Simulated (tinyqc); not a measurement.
Gate-all-around wire with two subbands, quantum capacitance: two steps of the calculation.

phi is the Fermi level above the lowest subband edge, in volts; Vg is counted from the gate voltage at which an empty wire would have phi = 0. Both directions of motion are filled (equilibrium).

Parameters, values chosen for the exercise:
- T = 400 K (temperature)
- md = 0.045 m0 (mass along the wire)
- gv = 1 (valley degeneracy)
- E2 = 0.17 eV (second subband above the first)
- g2 = 2 (orbital degeneracy of the second subband)
- Vg = 0.23 V (gate voltage)

Constants: q = 1.602176634e-19 C, kB = 1.380649e-23 J/K, hbar = 1.054571817e-34 J s, m0 = 9.1093837015e-31 kg, Vt = kB T/q. Results are converted to the units shown.

Question 1. New phi. N1 = gv sqrt(2 md m0 kB T/(pi hbar^2)); n1 = N1 F(phi/Vt), n2 = g2 N1 F((phi - E2)/Vt), n = n1 + n2, F(e) = (1/sqrt(pi)) int_0^infinity u^(-1/2) du/(1 + exp(u - e)); Cq = q dn/dphi = (q N1/Vt) [F'(phi/Vt) + g2 F'((phi - E2)/Vt)]. Newton: f = phi + q (n)/Cox - Vg, phi(new) = phi - f/(1 + (Cq)/Cox).

phi after iteration 1 = 0.081469353 V
Cox = 2.0009360 pF/cm

Find: n1; n2; Cq; f; phi after iteration 2.

Answer 1.

n1 = 1.8358e6 cm^-1
n2 = 1.6563e5 cm^-1
Cq = 2.8342 pF/cm
f = 0.011724 V
phi after iteration 2 = 0.076618 V

Question 2. Charge and capacitances at the solution. 1/C_G = 1/Cox + 1/(Cq); dphi/dVg = Cox/(Cox + Cq).

converged phi = 0.076594582 V
Cox = 2.0009360 pF/cm

Wanted: n; Cq; C_G; dphi/dVg.

Answer 2.

n = 1.916e6 cm^-1
Cq = 2.790 pF/cm
C_G = 1.165 pF/cm
dphi/dVg = 0.4176

Cq is 1.39 times Cox, so C_G is 58.2 % of Cox; 33.3 % of the gate voltage has gone into phi.

tinyqc, about 0.01 s, one thread, Intel Xeon 2.30GHz (shared host): `OMP_NUM_THREADS=1 python tinyqc.py 2200070 2200071 out.jsonl`
